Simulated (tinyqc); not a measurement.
Inside a calculation. Model: thermal RC ladder, step response.

tinyqc, about 0.01 s, one thread, Intel Xeon 2.30GHz (shared host): `OMP_NUM_THREADS=1 python tinyqc.py 2520126 2520127 out.jsonl` Printed values are rounded.

A ladder of 3 nodes: R_i joins node i to node i + 1, the last R to the ambient; C_i is the heat capacity of node i; theta is the rise above ambient, zero at t = 0. d theta/dt = -A theta + b with b = (Pw/C_1, 0, ...), times in ms.

Values chosen for this exercise:
- R = [0.25, 0.53, 1] K/W (resistances, junction to ambient)
- C = [0.4, 2.4, 51] mJ/K (heat capacities of the nodes)
- Pw = 15 W (power at node 1 from t = 0)
- dt = 0.029 ms (time step)

## The rate matrix

A = C^(-1) K, K_ii = 1/R_(i-1) + 1/R_i (no first term for node 1), K_(i,i+1) = K_(i+1,i) = -1/R_i.

A (1/ms):
```
	node 1	node 2	node 3
node 1	10.0000	-10.0000	0.0000
node 2	-1.6667	2.4528	-0.7862
node 3	0.0000	-0.0370	0.0566
```

## Time constants and Foster resistances

A = C^(-1) K, K_ii = 1/R_(i-1) + 1/R_i (no first term for node 1), K_(i,i+1) = K_(i+1,i) = -1/R_i. The time constants tau_k are the inverse eigenvalues of A; the rise of node 1 per watt is Z(t) = sum_k r_k (1 - exp(-t/tau_k)), with r_k = v_k1^2 tau_k/C_1 and v_k the unit eigenvectors of C^(-1/2) K C^(-1/2).

tau_k, rising (ms): 0.0848451  1.41906  53.8801
r_k (K/W): 0.178026  0.542194  1.05978

The r_k add up to the sum of the R_i, 1.780 K/W; the slowest constant is 635 times the fastest.

## Step 1: one time step

theta at t = 0 (K): node 1 0.00000, node 2 0.00000, node 3 0.00000

Explicit Euler: theta(new) = theta + dt (b - A theta).

theta after step 1 (K): node 1 1.08750, node 2 0.00000, node 3 0.00000

## Step 2: one time step

As before.

theta after step 2 (K): node 1 1.85963, node 2 0.05256, node 3 0.00000

## Step 3: one time step

As before.

theta after step 3 (K): node 1 2.42308, node 2 0.13871, node 3 0.00006

## Course of the time stepping

Sixteen steps, against the exact rise Pw Z(t); the run counts as sound if the error in the last step is under 5 % of the exact rise. The time constants tau_k are the inverse eigenvalues of A; the rise of node 1 per watt is Z(t) = sum_k r_k (1 - exp(-t/tau_k)), with r_k = v_k1^2 tau_k/C_1 and v_k the unit eigenvectors of C^(-1/2) K C^(-1/2).

Course of the iteration:
```
step	t (ms)	theta_1 (K)	exact (K)	error (K)
1	0.029	1.08750	0.946176	0.141
2	0.058	1.85963	1.66520	0.194
3	0.087	2.42308	2.22193	0.201
4	0.116	2.84811	2.66248	0.186
5	0.145	3.18098	3.01963	0.161
6	0.174	3.45217	3.31666	0.136
7	0.203	3.68176	3.57017	0.112
8	0.232	3.88297	3.79193	0.0910
9	0.261	4.06454	3.99035	0.0742
10	0.29	4.23223	4.17141	0.0608
11	0.319	4.38987	4.33937	0.0505
12	0.348	4.53998	4.49727	0.0427
13	0.377	4.68424	4.64730	0.0369
14	0.406	4.82379	4.79102	0.0328
15	0.435	4.95938	4.92955	0.0298
16	0.464	5.09152	5.06371	0.0278
```

The largest error is 0.20 K, at step 3; the last value is 0.55 % above the exact one. dt is 0.34 times the fastest time constant; explicit Euler is stable below 2.
